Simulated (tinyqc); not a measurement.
Inputs raised by 2 %, one at a time: leakage currents through a thin dielectric. Computed by tinyqc, a small Python program. Command: `OMP_NUM_THREADS=1 python tinyqc.py 3016163 3016164 out.jsonl leak sens`. One thread of a shared host (Intel(R) Xeon(R) Processor @ 2.30GHz), about 0.02 s of CPU time with the checks.

Electrons leave an electrode with Fermi energy E_F above its band bottom; barriers are counted from the Fermi level, and both electrodes are alike.

Inputs (values chosen for the exercise, modelled on HfO2):

| quantity | value | unit |
|---|---|---|
| barrier height phi_B | 1.57 | eV |
| tunnelling mass m | 0.19 | m_0 |
| static permittivity k | 21.5 | - |
| optical permittivity k_o | 3.96 | - |
| trap depth phi_t | 1.1 | eV |
| Poole-Frenkel prefactor sigma_0 | 2.4e-07 | S/cm |
| thickness t | 1.4 | nm |
| voltage V | 0.58 | V |
| temperature T | 300 | K |

Stack: single layer.

Constants: m_0 = 9.1093837015e-31 kg; e = 1.602176634e-19 C; hbar = 1.054571817e-34 J s; eps_0 = 8.8541878128e-12 F/m; k_B = 8.617333262e-05 eV/K; k_B = 1.380649e-23 J/K; h = 6.62607015e-34 J s.

Method:
- Field F = V/t; equivalent oxide thickness 3.9 t/k.
- WKB: a layer of mass m, field F and barrier b(x) = b_0 - e F x gives the exponent (4 sqrt(2 m)/(3 hbar e F)) [b_0^(3/2) - max(b_0 - e F t, 0)^(3/2)] for b_0 > 0; b_0 = barrier - (E - E_F); the transmission is D(E) = exp(-sum of exponents), without image force.
- Schottky emission J = A T^2 exp(-(phi_B - sqrt(e^3 F/(4 pi k_o eps_0)))/k_B T), A = 4 pi e m k_B^2/h^3 with the tunnelling mass; Poole-Frenkel J = sigma_0 F exp(-(phi_t - sqrt(e^3 F/(pi k_o eps_0)))/k_B T); both use the field F of the dielectric.

Runs:

| input moved | from | to | Poole-Frenkel current density (A/cm^2) | transmission D(E_F) | equivalent oxide thickness (nm) | Schottky current density (A/cm^2) |
|---|---|---|---|---|---|---|
| base run | - | - | 3.622e-06 | 8.597e-04 | 0.2540 | 2.873e-14 |
| barrier height phi_B (eV) | 1.57 | 1.6014 | 3.622e-06 | 7.882e-04 | 0.2540 | 8.527e-15 |
| tunnelling mass m (m_0) | 0.19 | 0.1938 | 3.622e-06 | 8.014e-04 | 0.2540 | 2.930e-14 |
| static permittivity k | 21.5 | 21.93 | 3.622e-06 | 8.597e-04 | 0.2490 | 2.873e-14 |
| optical permittivity k_o | 3.96 | 4.0392 | 2.694e-06 | 8.597e-04 | 0.2540 | 2.478e-14 |
| trap depth phi_t (eV) | 1.1 | 1.122 | 1.547e-06 | 8.597e-04 | 0.2540 | 2.873e-14 |
| thickness t (nm) | 1.4 | 1.428 | 2.642e-06 | 7.465e-04 | 0.2590 | 2.478e-14 |
| temperature T (K) | 300 | 306 | 4.630e-06 | 8.597e-04 | 0.2540 | 7.325e-14 |

Exponents ln(y'/y) / ln(x'/x):

| input | Poole-Frenkel current density | transmission D(E_F) | equivalent oxide thickness | Schottky current density |
|---|---|---|---|---|
| barrier height phi_B | 0.000 | -4.383 | 0 | -61.336 |
| tunnelling mass m | 0.000 | -3.547 | 0 | 1.000 |
| static permittivity k | 0.000 | 0.000 | -1 | 0.000 |
| optical permittivity k_o | -14.939 | 0.000 | 0 | -7.470 |
| trap depth phi_t | -42.974 | 0.000 | 0 | 0.000 |
| thickness t | -15.939 | -7.129 | 1 | -7.470 |
| temperature T | 12.400 | 0.000 | 0 | 47.267 |

To which inputs is each result most sensitive?

Among the inputs moved here: Poole-Frenkel current density answers most in size to trap depth phi_t (exponent -42.974), next to thickness t (-15.939); its exponent is below 0.0005 for barrier height phi_B, tunnelling mass m, static permittivity k. Transmission D(E_F) answers most in size to thickness t (exponent -7.129), next to barrier height phi_B (-4.383); its exponent is below 0.0005 for static permittivity k, optical permittivity k_o, trap depth phi_t, temperature T. equivalent oxide thickness answers most in size to static permittivity k (exponent -1.000), and about equally to thickness t (+1.000); its exponent is below 0.0005 for barrier height phi_B, tunnelling mass m, optical permittivity k_o, trap depth phi_t, temperature T. Schottky current density answers most in size to barrier height phi_B (exponent -61.336), next to temperature T (+47.267); its exponent is below 0.0005 for static permittivity k, trap depth phi_t.
